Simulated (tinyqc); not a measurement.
Carrier statistics of a doped semiconductor with parabolic bands, step by step. Values are carried at full precision from step to step, so a last printed digit may differ when a step is redone from the rounded ones.

Constants: kB = 8.617333262e-05 eV/K; hbar^2/2m0 = 3.80998211 eV angstrom^2.

Parameters, chosen for this exercise (near those of GaSb; not measured data):
```
symbol  value     unit    meaning
Eg0     0.8195    eV      gap at 0 K
al      0.000438  eV/K    Varshni alpha
be      138       K       Varshni beta
T       77        K
ml      0.0381    m0      longitudinal electron mass
mt      0.0381    m0      transverse electron mass
Mv      1                 equivalent valleys
mhh     0.382     m0      heavy-hole mass
mlh     0.0526    m0      light-hole mass
ND      1.5e+15   1/cm^3  donors
NA      2.9e+16   1/cm^3  acceptors
ED      0.00309   eV      donor level below Ec
EA      0.0125    eV      acceptor level above Ev
```

## Gap and thermal energy

Eg(T) = Eg0 - al T^2/(T + be) (Varshni).

Eg = 0.80742 eV
kT = 0.006635 eV

The gap has shrunk by 12.1 meV from 0 K and is 121.7 kT wide.

## Effective densities of states

m_de = Mv^(2/3) (ml mt^2)^(1/3); m_dh = (mhh^(3/2) + mlh^(3/2))^(2/3); N = 2 (m kB T/(4 pi c))^(3/2) with c = hbar^2/2m0, in 1/angstrom^3; times 1e24 for 1/cm^3.

m_de = 0.0381 m0
m_dh = 0.3949 m0
Nc = 2.4267e+16 1/cm^3
Nv = 8.0977e+17 1/cm^3

The light holes supply 4.9 % of Nv, and Nc/Nv = 0.03.

## Intrinsic density and level

With Boltzmann statistics ni = sqrt(Nc Nv) exp(-Eg/2kT) and Ei = Eg/2 + (kT/2) ln(Nv/Nc), counted from Ev.

ni = 5.29e-10 1/cm^3
Ei = 0.4153 eV

Ei lies 11.6 meV above midgap, towards the band with the smaller density of states.

## Neutrality by bisection

Energies are counted from Ev, so Ec = Eg. n = Nc F_1/2((EF - Eg)/kT), p = Nv F_1/2(-EF/kT), ND+ = ND/(1 + 2 exp((EF - Eg + ED)/kT)), NA- = NA/(1 + 4 exp((EA - EF)/kT)); neutrality asks p + ND+ = n + NA-. F_j(eta) = (1/Gamma(j + 1)) integral_0^infinity x^j dx/(1 + exp(x - eta)), which tends to exp(eta) for eta << 0.

Start from the bracket [-0.2 eV, Eg + 0.2 eV]; at the midpoint EF take the sign of p + ND+ - n - NA-; where it is positive EF must rise. Fourteen steps are shown.

Bisection (eV, 1/cm^3):
```
step       low     high        EF         n         p       ND+       NA-  sign
1     -0.20000  1.00742   0.40371  9.15e-11  3.05e-09  1.50e+15  2.90e+16     -
2     -0.20000  0.40371   0.10186  1.60e-30  1.74e+11  1.50e+15  2.90e+16     -
3     -0.20000  0.10186  -0.04907  2.12e-40  1.25e+19  1.50e+15  6.77e+11     +
4     -0.04907  0.10186   0.02639  1.84e-35  1.51e+16  1.50e+15  1.94e+16     -
5     -0.04907  0.02639  -0.01134  6.25e-38  1.96e+18  1.50e+15  1.98e+14     +
6     -0.01134  0.02639   0.00753  1.07e-36  2.35e+17  1.50e+15  3.06e+15     +
7      0.00753  0.02639   0.01696  4.45e-36  6.12e+16  1.50e+15  9.53e+15     +
8      0.01696  0.02639   0.02168  9.05e-36  3.05e+16  1.50e+15  1.45e+16     +
9      0.02168  0.02639   0.02403  1.29e-35  2.14e+16  1.50e+15  1.70e+16     +
10     0.02403  0.02639   0.02521  1.54e-35  1.80e+16  1.50e+15  1.83e+16     +
11     0.02521  0.02639   0.02580  1.69e-35  1.65e+16  1.50e+15  1.88e+16     -
12     0.02521  0.02580   0.02551  1.61e-35  1.72e+16  1.50e+15  1.86e+16     +
13     0.02551  0.02580   0.02565  1.65e-35  1.68e+16  1.50e+15  1.87e+16     -
14     0.02551  0.02565   0.02558  1.63e-35  1.70e+16  1.50e+15  1.86e+16     -
```

Each step halves the bracket, which is 0.147 meV wide at the last row.

## The neutral state

Solve the neutrality condition for EF to convergence.

EF = 0.0255 eV
n = 1.62e-35 1/cm^3
p = 1.71e+16 1/cm^3
ND+ = 1.50e+15 1/cm^3
NA- = 1.86e+16 1/cm^3

The material is p-type; 64.1 % of the acceptors are ionised. EF lies 3.85 kT inside the gap from the valence edge, so Boltzmann statistics would serve; n p/(Nc Nv exp(-Eg/kT)) = 0.993.

## Checks

- F_1/2(1) by the trapezoid rule against adaptive quadrature: both 1.575641.
- Positive against negative charge at the solution (1/cm^3): both 1.85938e+16.

Run: tinyqc, `OMP_NUM_THREADS=1 python tinyqc.py 1680407 1680408 out.jsonl`; Intel(R) Xeon(R) Processor @ 2.30GHz, one thread, shared host; about 0.01 s of CPU time with all checks.
